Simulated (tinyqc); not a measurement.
Worked calculation: two-band k.p model of the Delta valleys near the X point under shear strain. Values are carried at full precision from step to step, so a last printed digit may differ when a step is redone from the rounded ones.

Constants: hbar^2/2m0 = 3.80998211 eV angstrom^2.

Parameters, chosen for this exercise (near those of Si; shifted at random, so the results belong to these values and not to a real crystal): a = 5.423 angstrom (lattice constant); ml = 0.923 m0 (longitudinal mass); mt = 0.194 m0 (transverse mass); kx0 = 0.152 2 pi/a (distance of the minimum from X); D = 12.8 eV (shear deformation potential); Mp = 0.237 m0 (coupling mass); exy = 0.029 (shear strain); k = (-0.057, 0.078, 0.114) 1/angstrom (wave vector from X).

## Scales

k0 = kx0 2 pi/a; Delta = 2 c k0^2/ml with c = hbar^2/2m0, half the splitting of the two bands at k0; eta = D exy/Delta measures the shear coupling against it.

k0 = 0.17611 1/angstrom
Delta = 0.25605 eV
eta = 1.4497
splitting of the two bands at X, 2 |D exy| = 0.7424 eV

## The Hamiltonian at one k

Valley pair on the [001] axis, kz counted from the X point, c = hbar^2/2m0, k0 = kx0 2 pi/a. H = (c kz^2/ml + c (kx^2 + ky^2)/mt + c k0^2/ml) 1 + (2 c k0 kz/ml) sigma_z + (D exy - 2 c kx ky/Mp) sigma_x, so E = c kz^2/ml + c (kx^2 + ky^2)/mt + c k0^2/ml -/+ sqrt((2 c k0 kz/ml)^2 + (D exy - 2 c kx ky/Mp)^2). Without strain the lower band has its minima, E = 0, at kz = +/- k0. Shifts from diagonal strain are left out.

Fill in the 2 x 2 matrix (sigma_z diagonal) and give its levels.

H(k) (eV):
```
        1       2
1  0.5307  0.5141
2  0.5141  0.1992
```

levels (eV): -0.1752  0.9052

## Position, depth and masses of the minimum

For |eta| < 1: k_min = k0 sqrt(1 - eta^2), E_min = -Delta eta^2/2, ml(eta) = ml/(1 - eta^2), 1/m[110] = 1/mt + eta/Mp, 1/m[1-10] = 1/mt - eta/Mp. For |eta| > 1 the minimum sits at X: E_min = -Delta (2 |eta| - 1)/2, ml(eta) = ml/(1 - 1/|eta|), and eta is replaced by its sign in the transverse masses.

k_min = 0.0000 1/angstrom
E_min = -243.18 meV
ml(eta) = 2.975 m0

masses along [110] and [1-10] (m0): 0.1067  1.0693

The two valleys have merged at X; electrons are lighter along [110] (-45.0 % against mt) and heavier across (+451.2 %).

## The two bands along kz

kx = ky = 0, kz from 0 to 1.6 k0 in steps of 0.2 k0, with and without the strain.

Levels (eV):
```
kz/k0  kz (1/angstrom)    lower   upper  lower, no strain  upper, no strain
0.0             0.0000  -0.2432  0.4992            0.1280            0.1280
0.2             0.0352  -0.2416  0.5079            0.0819            0.1844
0.4             0.0704  -0.2366  0.5336            0.0461            0.2509
0.6             0.1057  -0.2276  0.5758            0.0205            0.3277
0.8             0.1409  -0.2140  0.6339            0.0051            0.4148
1.0             0.1761  -0.1949  0.7070            0.0000            0.5121
1.2             0.2113  -0.1695  0.7942            0.0051            0.6196
1.4             0.2466  -0.1371  0.8950            0.0205            0.7374
1.6             0.2818  -0.0971  1.0086            0.0461            0.8654
```

## Checks

- Depth of the minimum by numerical search against the closed form (eV): both -0.243177.
- Mass along [110] by finite differences against the closed form: both 0.1067.

(tinyqc, `OMP_NUM_THREADS=1 python tinyqc.py 1081199 1081200 out.jsonl`, Intel(R) Xeon(R) Processor @ 2.30GHz, 1 thread, shared host, about 0.01 s.)
